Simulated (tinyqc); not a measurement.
Band bending at a free surface with a continuum of surface states, surface photovoltage and Kelvin probe: course of the iteration.

n-type bulk, xi = Ec - EF = Vt ln(Nc/Nd), p0 = ni^2/Nd, ni = sqrt(Nc Nv) exp(-Eg/(2 Vt)), Eg in volts. b is the upward band bending, u = b/Vt. Space charge per area, in units of q: Qc = sign(b) sqrt((2 eps0 eps_r Vt/q) [(Nd + dn)(exp(-u) - 1) + Nd u + (p0 + dn)(exp(u) - 1)]), with dn the excess density under light (flat quasi-Fermi levels; 0 in the dark). The states hold -Ds (E0 - xi - b): negative while the Fermi level lies above the neutrality level. Neutrality: Qc + Qf + (charge of the states) = 0.

Fixed-point step: b(new) = E0 - xi - (Qc(b) + Qf)/Ds.

Stop when b changes by less than 1e-10 V, or after 40 iterations.

Parameters, values chosen for the exercise; band and dielectric values close to those of gallium arsenide:
- T = 300 K (temperature)
- Eg = 1.42 eV (band gap)
- eps_r = 12.8 (relative permittivity)
- Nc = 4.45e17 cm^-3 (conduction-band density of states at T)
- Nv = 8.83e18 cm^-3 (valence-band density of states at T)
- Nd = 1.4e15 cm^-3 (donor density)
- Qf = 0 cm^-2 (fixed positive charge at the surface)
- Ds = 2.8e11 cm^-2 eV^-1 (density of surface states)
- E0 = 0.52 eV (depth of their neutrality level below the conduction edge)

Constants: q = 1.602176634e-19 C, kB = 1.380649e-23 J/K, Vt = kB T/q, eps0 = 8.8541878128e-14 F/cm where lengths are in cm. Results are converted to the units shown.

b at the start = 0.3 V

Course of the iteration:
```
iteration	b (V)	change (V)
1	0.107880	0.192
2	0.226747	0.119
3	0.145765	0.0810
4	0.196933	0.0512
5	0.163148	0.0338
6	0.184779	0.0216
7	0.170663	0.0141
8	0.179758	9.10e-3
9	0.173851	5.91e-3
...	...	...
32	0.176164	2.68e-7
33	0.176164	1.74e-7
34	0.176164	1.12e-7
35	0.176164	7.28e-8
36	0.176164	4.71e-8
37	0.176164	3.05e-8
38	0.176164	1.98e-8
39	0.176164	1.28e-8
40	0.176164	8.28e-9
```

Did this iteration meet its convergence test, and what does its course show?

No. Not converged within 40 iterations: the values swing above and below the root. The step multiplies the error by -(dQc/db)/Ds = -0.65 at the solution, so it shrinks only slowly. A rerun with Newton steps converges in 5 iterations, to 0.176164 V.

Program tinyqc, `OMP_NUM_THREADS=1 python tinyqc.py 2430127 2430128 out.jsonl`; Intel Xeon 2.30GHz, shared host, one thread, about 0.01 s.
